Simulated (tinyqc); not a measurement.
Temperatures in a stack of 2 dies with leakage feedback: one step of the calculation.

One-dimensional heat flow to a sink below die 0. The power of each die is released in a plane at its top; from the plane of die j > 0 heat crosses its silicon (ts), a bond layer and the wiring of die j - 1; from die 0 it crosses t0, paste and sink. Copper shares the path through bond and wiring in parallel: k_eff = fm km + (1 - fm) k. Silicon is taken at the temperature of the plane above it. Leakage is P_l exp((T - 350 K)/Tl).

Task. Resistances per area at 300 K. R = thickness/conductivity for each layer.

Parameters, values chosen for the exercise; conductivities of the order met in silicon, wiring layers, bonds and pastes: conductivity of silicon at 300 K k0 = 148 W/(m K); thickness of a thinned die ts = 100 um; thickness of the die next to the sink t0 = 500 um; thickness of the wiring layers tb = 8 um; conductivity of the wiring layers kb = 2 W/(m K); thickness of a bond layer tg = 1 um; conductivity of the bond dielectric kg = 1.5 W/(m K); area share of copper through bond and wiring fm = 0.1; conductivity of copper km = 390 W/(m K); paste and lid Rt = 0.14 K cm^2/W; heat sink Rs = 0.31 K cm^2/W.

Wanted: thick die; thinned die; k_eff of the bond; k_eff of the wiring; bond plus wiring; paste plus sink.

Result.

thick die = 0.03378 K cm^2/W
thinned die = 0.006757 K cm^2/W
k_eff of the bond = 40.35 W/(m K)
k_eff of the wiring = 40.80 W/(m K)
bond plus wiring = 0.002209 K cm^2/W
paste plus sink = 0.4500 K cm^2/W

Program tinyqc, `OMP_NUM_THREADS=1 python tinyqc.py 2162091 2162092 out.jsonl`; Intel Xeon 2.30GHz, shared host, one thread, about 0.03 s.
